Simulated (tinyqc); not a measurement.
Finnis-Sinclair potential for a bcc metal: fit to cohesion and elasticity, then vacancy, surfaces and structure: one step, computed by the program tinyqc. Command: `OMP_NUM_THREADS=1 python tinyqc.py 3114376 3114377 out.jsonl fsfit walk`. One thread of a shared host (Intel(R) Xeon(R) Processor @ 2.30GHz), about 0.01 s of CPU time with the checks.

E = (1/2) sum V(r) - A sqrt(rho), rho = sum phi(r), phi = (r - d)^2 for r < d, V = (r - c)^2 (c0 + c1 r + c2 r^2) for r < c. In bcc the 8 first neighbours lie at sqrt(3) a/2 and the 6 second at a; both cut-offs lie below the third shell; Omega = a^3/2; E is per atom and z the number of atoms in a shell. The four constants A, c0, c1, c2 are fitted to E_c, zero pressure, B and C12 - C44 alone, so C44 and C11 - C12 are not matched singly; defects are unrelaxed.

Task: Three linear equations for c0, c1, c2. With v_k = (r - c)^2 r^k the rows are (1/2) sum z v_k, (1/2) sum z r v_k' and (1/2) sum z r^2 v_k''. With rho1 = sum z r phi' and rho2 = sum z r^2 phi'' the right-hand sides are: -E_c + A sqrt(rho) (cohesion); A rho1/(2 sqrt(rho)) (zero pressure); 9 B Omega + A [rho2/(2 sqrt(rho)) - rho1^2/(4 rho^(3/2))] with B = (C11 + 2 C12)/3.

Inputs (values chosen for the exercise, modelled on niobium):

| quantity | value | unit |
|---|---|---|
| lattice constant a | 3.3 | angstrom |
| cohesive energy E_c | 7.54 | eV |
| target C11 | 250 | GPa |
| target C12 | 132 | GPa |
| pair cut-off c/a | 1.252 | - |

rho = 12.24671 angstrom^2

A = 3.086260 eV/angstrom

rho1 = -76.24994 angstrom^2

rho2 = 261.36 angstrom^2

Constants: 1 eV/angstrom^3 = 160.2176634 GPa.

Give: matrix; right-hand side.

Result:

matrix:
```
                  c0       c1       c2
cohesion        8.56    25.39    75.60
pressure      -45.59  -112.17  -265.97
bulk modulus  130.68   127.23  -272.22
```

right-hand side (eV): 3.26  -33.62  183.51
